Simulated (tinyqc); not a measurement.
Surface segregation during layer-by-layer epitaxy: two-layer exchange kinetics and the shape of quantum wells and delta layers: one step, computed by the program tinyqc. Command: `OMP_NUM_THREADS=1 python tinyqc.py 3013943 3013944 out.jsonl mbeseg walk`. One thread of a shared host (Intel(R) Xeon(R) Processor @ 2.30GHz), about 0.01 s of CPU time with the checks.

Atoms A and B exchange only between the growing layer and the one below it. B is supplied for N layers, then pure A follows.

Task: Exchange rates. p1 = nu exp(-E1/(k_B T)) (B up, A down), p2 = nu exp(-(E1 + E_s)/(k_B T)) (B down); time per layer tau = 1/G; K = p1/p2. Temperatures in kelvin are T(C) + 273.15. Dilute equilibrium share passed up per layer R_eq = K/(1 + K).

Inputs (values chosen for the exercise, close to those used for gallium in AlAs):
```
quantity                     value      unit
barrier E1 for B to move up   2.02        eV
segregation energy E_s        0.11        eV
attempt frequency nu            10       THz
growth rate G                 0.16  layers/s
temperature T                  490         C
```

Constants: k_B = 8.617333262e-05 eV/K.

Give: p1; p2; p1 tau; K; R_eq.

Result:

p1 = 0.45718 1/s

p2 = 0.085834 1/s

p1 tau = 2.8574

K = 5.3264

R_eq = 0.84193

Exchange and growth compete.
